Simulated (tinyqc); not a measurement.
Quantum against classical capture: non-radiative capture by multiphonon emission, one effective mode. Computed by tinyqc, a small Python program. Command: `OMP_NUM_THREADS=1 python tinyqc.py 3025759 3025760 out.jsonl capture walk`. One thread of a shared host (Intel(R) Xeon(R) Processor @ 2.30GHz), about 0.02 s of CPU time with the checks.

The initial state (free carrier plus empty centre) lies dE above the final state; both have the same frequency and are displaced by dQ.

Inputs (values chosen for the exercise, with mass, screening and phonons like those of GaP):
```
quantity                    value                   unit
energy released dE          0.427                     eV
phonon energy hbar omega     22.2                    meV
Huang-Rhys factor S          8.46                      -
electron-phonon coupling W  0.015  eV/(u^(1/2) angstrom)
cell volume V                1780             angstrom^3
degeneracy g                    4                      -
broadening b                   17                    meV
temperature T                 500                      K
```

Centre: neutral.

Constants: hbar^2/u = 4.18015928e-03 eV angstrom^2; k_B = 8.617333262e-05 eV/K; hbar = 6.582119569e-16 eV s.

Method:
- dQ = sqrt(2 S (hbar^2/u)/hbar omega); relaxation energy lambda = S hbar omega; phonons needed P = dE/hbar omega; classical barrier E_b = (dE - lambda)^2/(4 lambda); occupation n = 1/(exp(hbar omega/k_B T) - 1).
- M_p = sum_m w_m <m_i|Q|(m + p)_f>^2 with Q counted from the final minimum and Boltzmann weights w_m for m = 0..24; <m_i|Q|k_f> = sqrt((hbar^2/u)/(2 hbar omega)) [sqrt(k) <m|k-1> + sqrt(k+1) <m|k+1>], with overlaps of oscillators displaced by d = sqrt(2 S) summed on 1500 points from -16 to 16 + d.
- The delta function is a Gaussian of standard deviation b at dE - p hbar omega.
- C_0 = V (2 pi/hbar) g W^2 sum_p M_p Gaussian_p. Here the sum runs over all p.
- Classical (Marcus) form: replace the sum by Q_c^2 exp(-E_b/k_B T)/sqrt(4 pi lambda k_B T), Q_c = dQ (dE + lambda)/(2 lambda).
- For a neutral centre the Sommerfeld factor is 1.
- The last column is -k_B d ln C_0/d(1/T) from this row and the one above.

dQ = 1.78493 u^(1/2) angstrom

lambda = 0.187812 eV

classical barrier E_b = 0.0761545 eV

Against temperature:
```
T (K)  C_0, quantum (cm^3/s)  C_0, classical (cm^3/s)  Sommerfeld factor  activation energy (eV)
21                4.0915e-09               1.0572e-24                  1                       -
39                4.1220e-09               2.1132e-16                  1              2.9042e-05
64                4.5127e-09               1.1523e-12                  1              7.7919e-04
100               6.1973e-09               1.3290e-10                  1              4.8596e-03
150               1.0767e-08               2.0645e-09                  1              1.4280e-02
230               2.2664e-08               1.2941e-08                  1              2.7660e-02
360               4.7507e-08               4.1426e-08                  1              4.0621e-02
570               8.2679e-08               8.1333e-08                  1              4.6656e-02
```

What follows from these numbers?

At 21.0 K the quantum value is 3.9e15 times the classical one: C_0 comes from tunnelling out of the lowest level and hardly depends on T. At 570 K the ratio is 1.0. The largest apparent activation energy is 0.047 eV against the classical barrier of 0.076 eV, so an Arrhenius fit understates the barrier, through tunnelling and the broadening b at low T and the T^(-1/2) prefactor at high T.

Extremes, crossings and ranges named in words are read from the listed rows.
